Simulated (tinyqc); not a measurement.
Worked calculation: Hubbard chain of 4 sites. Computed by tinyqc, a small Python program that keeps every step. Settings: hopping = 0.62, U = 4.4, mixing = 0.2, iteration cap = 70. Command: `OMP_NUM_THREADS=1 python tinyqc.py 27716 27717 out.jsonl` (the two numbers bound the seeds that draw the settings). One thread of a shared host (Intel(R) Xeon(R) Processor @ 2.60GHz), about 0.2 s of CPU time with the checks.

one-body matrix (hopping and site energies) (eV), order 1, 2, 3, 4:
```
[[0.000000, -0.620000, 0.000000, 0.000000],
 [-0.620000, 0.000000, -0.620000, 0.000000],
 [0.000000, -0.620000, 0.000000, -0.620000],
 [0.000000, 0.000000, -0.620000, 0.000000]]
```

U = 4.400000 eV

electrons, up and down: [2, 2]

n(up) at the start (a guess, not normalised): [0.800000, 0.200000, 0.800000, 0.200000]

n(down) at the start (a guess): [0.200000, 0.800000, 0.200000, 0.800000]

Each step fills the lowest levels of T + U n(other spin) and sets n(new) = n + mixing (n(out) - n); stop when output and input agree to 1e-8.

Course of the cycle:
```
iteration       E (eV)  largest |n(out) - n(in)|  mean |n_up - n_down|
1          -0.42748780                  1.57e-01              0.878261
2          -0.46054207                  1.32e-01              0.893208
3          -0.48099942                  1.09e-01              0.904062
4          -0.49382495                  9.04e-02              0.912108
5          -0.50196364                  7.45e-02              0.918178
6          -0.50718440                  6.13e-02              0.922828
7          -0.51056507                  5.03e-02              0.926434
8          -0.51277190                  4.12e-02              0.929262
9          -0.51422231                  3.37e-02              0.931498
10         -0.51518105                  2.78e-02              0.933279
11         -0.51581783                  2.32e-02              0.934707
...                ...                       ...                   ...
60         -0.51711181                  2.15e-06              0.940940
61         -0.51711181                  1.78e-06              0.940941
62         -0.51711181                  1.47e-06              0.940941
63         -0.51711181                  1.21e-06              0.940941
64         -0.51711181                  1.00e-06              0.940941
65         -0.51711181                  8.26e-07              0.940941
66         -0.51711181                  6.82e-07              0.940941
67         -0.51711181                  5.63e-07              0.940941
68         -0.51711181                  4.65e-07              0.940941
69         -0.51711181                  3.84e-07              0.940941
70         -0.51711181                  3.17e-07              0.940941
```

Can the last value be used, and what does the course show?

Not by the stop rule, although the second column moves by less than 1e-07 over the last three steps. Not converged within 70 iterations: the residual falls steadily but slowly, by a factor of about 0.83 a step. The lowest mean-field energy found from random starts is -0.51711 eV. Reruns (cap 100 unless said): mixing 0.5: converged in 31 (E = -0.51711); mixing 0.9: converged in 13 (E = -0.51711); the original settings with a cap of 400: converged in 89 (E = -0.51711).
